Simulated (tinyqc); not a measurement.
Leakage currents through a thin dielectric: one step, computed by the program tinyqc. Command: `OMP_NUM_THREADS=1 python tinyqc.py 3002498 3002499 out.jsonl leak walk`. One thread of a shared host (Intel(R) Xeon(R) Processor @ 2.30GHz), about 0.01 s of CPU time with the checks.

Electrons leave an electrode with Fermi energy E_F above its band bottom; barriers are counted from the Fermi level, and both electrodes are alike.

Task: Thermal currents. Schottky emission J = A T^2 exp(-(phi_B - sqrt(e^3 F/(4 pi k_o eps_0)))/k_B T), A = 4 pi e m k_B^2/h^3 with the tunnelling mass; Poole-Frenkel J = sigma_0 F exp(-(phi_t - sqrt(e^3 F/(pi k_o eps_0)))/k_B T); both use the field F of the dielectric.

Inputs (values chosen for the exercise, modelled on SiO2):
```
quantity                           value  unit
barrier height phi_B                2.98    eV
tunnelling mass m                   0.41   m_0
optical permittivity k_o             2.2     -
trap depth phi_t                     1.7    eV
Poole-Frenkel prefactor sigma_0  9.6e-08  S/cm
temperature T                        398     K
```

Stack: single layer.

field F = 1.642857 MV/cm

Constants: e = 1.602176634e-19 C; eps_0 = 8.8541878128e-12 F/m; k_B = 8.617333262e-05 eV/K; m_0 = 9.1093837015e-31 kg; k_B = 1.380649e-23 J/K; h = 6.62607015e-34 J s.

Give: Schottky lowering; Poole-Frenkel lowering; Schottky current density; Poole-Frenkel current density.

Result:

Schottky lowering = 0.3279 eV

Poole-Frenkel lowering = 0.6558 eV

Schottky current density = 2.040e-27 A/cm^2

Poole-Frenkel current density = 9.459e-15 A/cm^2

The Poole-Frenkel lowering is twice the Schottky one, because the charge of a trap is fixed while an image charge moves with the electron.
